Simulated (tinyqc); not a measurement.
Worked calculation: type-II superlattice in the two-band Kane model. Values are carried at full precision from step to step, so a last printed digit may differ when a step is redone from the rounded ones.

Motion along the axis, period d = a + b, c = hbar^2/2m0. Conduction and light-hole bands couple: (E - Ec)(E - Ev) = Ep c k^2 in each layer, with mass m(E) = (E - Ev)/Ep, which may be negative. The conduction envelope psi and psi'/m(E) are continuous; a layer carries them by [[cos kt, (m/k) sin kt], [-(k/m) sin kt, cos kt]] (cosh and sinh for k^2 < 0), and cos(q d) = tr(M_B M_A)/2. C1 is the first miniband above EvB, with its bottom at tr/2 = +1 and its top at -1; the gap is the bottom of C1 less the top heavy-hole level HH1.

Constants: hbar^2/2m0 = 3.80998211 eV angstrom^2; hc = 1239.841984 eV nm.

Inputs chosen for the exercise (near those of an InAs/GaSb superlattice; the results hold for these values, not for the real material): a = 31 angstrom (layer A); b = 31 angstrom (layer B); EcA = 0 eV (conduction edge of A); EvA = -0.412 eV (valence edge of A); EcB = 0.925 eV (conduction edge of B); EvB = 0.124 eV (valence edge of B); EpA = 14.5 eV (coupling energy in A); EpB = 18.3 eV (coupling energy in B); E = 0.174 eV (trial energy); mhA = 0.35 m0 (heavy hole in A); mhB = 0.27 m0 (heavy hole in B).

## Wave numbers and masses at one energy

Give k^2 and m(E) in both layers.

Layers:
```
layer  k^2 (1/angstrom^2)  m(E) (m0)
A               0.0018457    0.04041
B             -0.00053856    0.00273
```

In B the decay constant is 0.0232 1/angstrom; across the gap of B it peaks at mid-gap, at 0.0480, and vanishes at both edges.

## Transfer matrices

Form M_A, M_B and half the trace of their product.

M_A (angstrom units):
```
         1        2
1  0.23673  0.91396
2  -1.0328  0.23673
```

M_B (angstrom units):
```
        1         2
1  1.2701  0.092197
2  6.6514    1.2701
```

tr/2 = 3.2926

E lies in a gap of the coupled bands.

## Edges and effective gap

Heavy holes are uncoupled: with e = EvB - E, p = sqrt(mhB e/c), w = sqrt(mhA (EvB - EvA - e)/c), the top level HH1 at q = 0 solves (p/mhB) tan(p b/2) = (w/mhA) tanh(w a/2).

C1 is the first miniband above EvB: bottom at tr/2 = +1, top at -1. The gap is its bottom less HH1; cut-off wavelength hc/gap.

bottom of C1 = 0.3273 eV
top of C1 = 0.4349 eV
HH1 = 0.0481 eV
gap = 0.2791 eV
cut-off = 4.44 micrometre

The bulk edges overlap by 124 meV; confinement lifts the electrons by 327 meV and lowers the holes by 76 meV, which opens the gap. It is 0.68 of the smaller bulk gap.

## Electron mass along the axis

m_z = -2 c f'/d^2 with f = tr/2 differentiated at the bottom of C1 (central difference of 1e-6 eV); compare the bulk edge mass (EcA - EvA)/EpA.

f' = -19.39 1/eV
m_z = 0.0384 m0
bulk edge mass of A = 0.0284 m0

## Checks

- Bottom of C1 from the two-band matrix on a staggered grid of 0.5 angstrom against the transfer matrix, eV: both 0.327.

(tinyqc, `OMP_NUM_THREADS=1 python tinyqc.py 1282321 1282322 out.jsonl`, Intel(R) Xeon(R) Processor @ 2.30GHz, 1 thread, shared host, about 0.04 s.)
